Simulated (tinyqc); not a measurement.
Small-signal admittance of a forward-biased p+-n diode: one step of the calculation.

Holes injected into a neutral base of width wb with an ohmic contact at its end; low injection, p0 far above the equilibrium density. A small voltage v exp(i w t), w = 2 pi f, modulates the edge density by p0 v/Vt, and the small-signal density obeys Dp d2p/dx2 = (1/tau + i w) p.

Question. Closed-form admittance. L = sqrt(Dp tau); direct current J = (q Dp p0/L) coth(wb/L); k = sqrt(1 + i w tau)/L; diffusion admittance Y = (q Dp p0/Vt) k coth(k wb) = G + i w C_diff; junction capacitance C_j = sqrt(q eps0 eps_r Nd/(2 Vr)) in the depletion approximation, with the remaining barrier Vr = Vt ln(Na/p0), a rough value under forward bias; base-width modulation is left out.

Values chosen for this exercise; permittivity close to that of silicon:
- T = 300 K (temperature)
- eps_r = 11.7 (relative permittivity)
- Nd = 1.7e16 cm^-3 (donor density of the base)
- Dp = 7.9 cm^2/s (hole diffusion coefficient)
- tau = 1e-6 s (hole lifetime)
- wb = 4.8 um (width of the neutral base)
- p0 = 4.6e12 cm^-3 (excess hole density at the junction edge)
- Na = 2e19 cm^-3 (acceptor density of the p+ side)
- f = 5.2e6 Hz (signal frequency)

Constants: q = 1.602176634e-19 C, kB = 1.380649e-23 J/K, Vt = kB T/q, eps0 = 8.8541878128e-14 F/cm where lengths are in cm. Results are converted to the units shown.

Wanted: L; J; k wb; Y; C_diff; C_j.

Answer.

L = 28.11 um
J = 0.01225 A/cm^2
k wb = 0.7009+0.6798i
Y = 0.4831+0.1476i S/cm^2
C_diff = 0.004518 uF/cm^2
C_j = 0.05975 uF/cm^2

G is 1.02 times its low-frequency value J/Vt, and C_diff is 0.0756 times C_j.

Program tinyqc, `OMP_NUM_THREADS=1 python tinyqc.py 2890221 2890222 out.jsonl`; Intel Xeon 2.30GHz, shared host, one thread, about 0.01 s.
